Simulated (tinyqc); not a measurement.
## Four-point probe on a layer of finite thickness

Four collinear probes with spacing s on a wide layer of thickness w over an insulator: V/I = (rho/(2 pi s)) S, S = 1 + 4 sum_(k>=1) {[1 + (2 k w/s)^2]^(-1/2) - [4 + (2 k w/s)^2]^(-1/2)}. Thin-film reading rho = (pi/ln 2) w V/I times the factor F1 = 2 ln 2/((w/s) S); bulk reading rho = 2 pi s V/I times 1/S; closed estimate F1 = ln 2/ln[sinh(w/s)/sinh(w/(2 s))]. x = w/s.

Result of one run:

| S | F1 | 1/S | estimate of F1 |
|---|---|---|---|
| 2.330 | 0.9918 | 0.4293 | 0.9399 |

Which ratio w/s x gave this result: 0.6, 0.8, 1, 2 or 3?

x = 0.6.

The whole series:

| x | S | F1 | 1/S | estimate of F1 |
|---|---|---|---|---|
| 0.3 | 4.621 | 1.000 | 0.2164 | 0.9841 |
| 0.4 | 3.467 | 0.9995 | 0.2884 | 0.9721 |
| 0.6 | 2.330 | 0.9918 | 0.4293 | 0.9399 |
| 0.8 | 1.793 | 0.9662 | 0.5576 | 0.8989 |
| 1 | 1.504 | 0.9215 | 0.6647 | 0.8523 |
| 1.5 | 1.197 | 0.7719 | 0.8352 | 0.7285 |
| 2 | 1.094 | 0.6337 | 0.9142 | 0.6151 |
| 3 | 1.031 | 0.4484 | 0.9703 | 0.4476 |
| 5 | 1.007 | 0.2753 | 0.9931 | 0.2765 |

F1 falls from 1.000 to 0.275 while 1/S rises from 0.216 to 0.993. Among the rows the thin-film formula is good to 1 % up to w/s = 0.6 and the bulk formula from w/s = 5 on. The closed estimate is within 7.6 % of the series.

Computed by the program tinyqc: `OMP_NUM_THREADS=1 python tinyqc.py 2850155 2850156 out.jsonl`, one thread of a shared Intel Xeon 2.30GHz, about 0.03 s for the whole run.
